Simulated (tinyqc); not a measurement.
Thermodynamics of metal silicides: hull, first phase, silicon consumed, nucleation and stability against SiO2: one step, computed by the program tinyqc. Command: `OMP_NUM_THREADS=1 python tinyqc.py 3018203 3018204 out.jsonl silphase walk`. One thread of a shared host (Intel(R) Xeon(R) Processor @ 2.30GHz), about 0.01 s of CPU time with the checks.

Entropies of formation of the solids are neglected, so heats stand for free energies. Si fractions: M2Si 0.3333, MSi 0.5000, MSi2 0.6667.

Task: First phase. Effective heat of formation: at the interface the mixture has the Si fraction x_e; the limiting element scales the heat, H_eff = H x_e/x if x_e < x, H (1 - x_e)/(1 - x) otherwise. The rule names the most negative as the first phase; its restriction to congruently melting phases is left out here.

Inputs (values chosen for the exercise, for a model metal): heat of formation of M2Si = -44.8 kJ/mol atoms; heat of formation of MSi = -52 kJ/mol atoms; heat of formation of MSi2 = -28.7 kJ/mol atoms; Si fraction x_e at the lowest liquidus = 0.53.

Phases: M2Si, MSi, MSi2.

Give: H_eff; most negative H_eff.

Result:

H_eff (kJ/mol atoms): M2Si -31.5840, MSi -48.8800, MSi2 -22.8165

most negative H_eff = -48.88 kJ/mol atoms

The rule picks MSi, ahead of M2Si by 17.3 kJ/mol. The rule is empirical and ignores nucleation barriers.
